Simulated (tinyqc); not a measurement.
Empirical pseudopotential in a few plane waves, step by step. Computed by tinyqc, a small Python program that keeps every step. Settings: plane-wave index or count = 15. Command: `OMP_NUM_THREADS=1 python tinyqc.py 26632 26633 out.jsonl` (the two numbers bound the seeds that draw the settings). One thread of a shared host (Intel(R) Xeon(R) Processor @ 2.60GHz), about 0.2 s of CPU time with the checks.

## Bloch Hamiltonian at k

Parameters chosen for this model: fcc lattice, atoms at +/- a/8 (1,1,1); form factors in rydberg at |G|^2 in units of (2 pi/a)^2:
```
parameter                 value      unit
a                      6.240000  angstrom
VS(3)                 -0.245000        Ry
VS(8)                  0.000000        Ry
VS(11)                 0.054000        Ry
VA(3)                         0        Ry
VA(4)                         0        Ry
VA(11)                        0        Ry
hbar^2/2m (2 pi/a)^2   3.862900        eV
```

k point k (2 pi / a): -0.410000  0.140000  0.370000

Basis: the 15 shortest G (labels in 2 pi/a), the same at every k. H(G,G') = c |k + G|^2 delta + VS(|G-G'|^2) cos((G-G').tau) + i VA sin((G-G').tau), tau = a/8 (1,1,1); 1 Ry = 13.605693 eV.

H(k) at k (eV):
```
           +0+0+0     -1-1-1     -1-1+1     -1+1-1     -1+1+1     +1-1-1     +1-1+1     +1+1-1
+0+0+0   1.253897   2.357066  -2.357066  -2.357066  -2.357066  -2.357066  -2.357066  -2.357066
-1-1-1   2.357066  12.070018   0.000000   0.000000   0.000000   0.000000   0.000000   0.000000
-1-1+1  -2.357066   0.000000  17.787110   0.000000   0.000000   0.000000   0.000000   0.000000
-1+1-1  -2.357066   0.000000   0.000000  14.233242   0.000000   0.000000   0.000000   0.000000
-1+1+1  -2.357066   0.000000   0.000000   0.000000  19.950334   0.000000   0.000000   0.000000
+1-1-1  -2.357066   0.000000   0.000000   0.000000   0.000000   5.734862   0.000000   0.000000
+1-1+1  -2.357066   0.000000   0.000000   0.000000   0.000000   0.000000  11.451954   0.000000
+1+1-1  -2.357066   0.000000   0.000000   0.000000   0.000000   0.000000   0.000000   7.898086
+1+1+1   2.357066   0.000000   0.000000   0.000000   0.000000   0.000000   0.000000   0.000000
-2+0+0   0.000000  -2.357066  -2.357066  -2.357066   2.357066   0.519517  -0.519517  -0.519517
+0-2+0   0.000000  -2.357066  -2.357066   0.519517  -0.519517  -2.357066   2.357066  -0.519517
+0+0-2   0.000000  -2.357066   0.519517  -2.357066  -0.519517  -2.357066  -0.519517   2.357066
+0+0+2   0.000000  -0.519517   2.357066  -0.519517  -2.357066  -0.519517  -2.357066   0.519517
+0+2+0   0.000000  -0.519517  -0.519517   2.357066  -2.357066  -0.519517   0.519517  -2.357066
+2+0+0   0.000000  -0.519517  -0.519517  -0.519517   0.519517   2.357066  -2.357066  -2.357066

           +1+1+1     -2+0+0     +0-2+0     +0+0-2     +0+0+2     +0+2+0     +2+0+0
+0+0+0   2.357066   0.000000   0.000000   0.000000   0.000000   0.000000   0.000000
-1-1-1   0.000000  -2.357066  -2.357066  -2.357066  -0.519517  -0.519517  -0.519517
-1-1+1   0.000000  -2.357066  -2.357066   0.519517   2.357066  -0.519517  -0.519517
-1+1-1   0.000000  -2.357066   0.519517  -2.357066  -0.519517   2.357066  -0.519517
-1+1+1   0.000000   2.357066  -0.519517  -0.519517  -2.357066  -2.357066   0.519517
+1-1-1   0.000000   0.519517  -2.357066  -2.357066  -0.519517  -0.519517   2.357066
+1-1+1   0.000000  -0.519517   2.357066  -0.519517  -2.357066   0.519517  -2.357066
+1+1-1   0.000000  -0.519517  -0.519517   2.357066   0.519517  -2.357066  -2.357066
+1+1+1  13.615178  -0.519517  -0.519517  -0.519517  -2.357066  -2.357066  -2.357066
-2+0+0  -0.519517  23.040654   0.000000   0.000000   0.000000   0.000000   0.000000
+0-2+0  -0.519517   0.000000  14.542274   0.000000   0.000000   0.000000   0.000000
+0+0-2  -0.519517   0.000000   0.000000  10.988406   0.000000   0.000000   0.000000
+0+0+2  -2.357066   0.000000   0.000000   0.000000  22.422590   0.000000   0.000000
+0+2+0  -2.357066   0.000000   0.000000   0.000000   0.000000  18.868722   0.000000
+2+0+0  -2.357066   0.000000   0.000000   0.000000   0.000000   0.000000  10.370342
```

## Levels at k

Diagonalise the Hermitian matrix.

eigenvalues (eV): -2.057129  2.893184  6.399128  7.027084  9.851294  12.197186  12.705420  13.321357  15.044371  16.670768  17.492532  19.309741  22.432785  24.333270  26.606675

## Bands along a path

The same steps at evenly spaced points between the labelled ones.

Bands along the path (eV), lowest eight:
```
k            band 1    band 2    band 3    band 4     band 5     band 6     band 7     band 8
L         -1.194654  1.574660  7.022077  7.022077   8.977133  12.716713  12.716713  15.796396
L-G 0.33  -2.046114  2.767117  7.014451  7.014451   9.004476  12.487277  12.487277  14.020846
L-G 0.67  -2.778128  4.807916  7.268752  7.268752   8.907700  11.856142  12.010242  12.010242
G         -3.038576  6.868117  7.451427  7.451427   7.451427  11.588700  11.588700  11.588700
G-X 0.33  -2.688597  4.572401  6.981699  6.981699   9.739728  10.809835  12.631892  12.631892
G-X 0.67  -1.653844  2.313554  6.394732  6.394732  10.154462  10.427442  14.795773  14.925438
X          0.019514  0.443816  6.345093  6.345093   9.708765  10.407987  17.744541  17.845795
```

With 4 band(s) filled, the highest filled level on these points lies at G and the lowest empty one at G: the bands touch or overlap, so there is no gap. This holds for the small fixed basis; with all plane waves up to |k + G|^2 = 21 (2 pi/a)^2 the gap along the path is 0.32 eV.

## Convergence with the number of plane waves

Levels at G counted from the fourth one.

Levels (eV):
```
plane waves     level 1   level 5   level 8
9            -14.627276  0.000000         0
15           -10.490002         0  4.137274
27            -9.896085  0.064112  3.695527
51            -9.698314  0.292957  3.953792
59            -9.723679  0.329303  3.808732
65            -9.739396  0.329303  3.791968
89            -9.721252  0.327254  3.797556
```
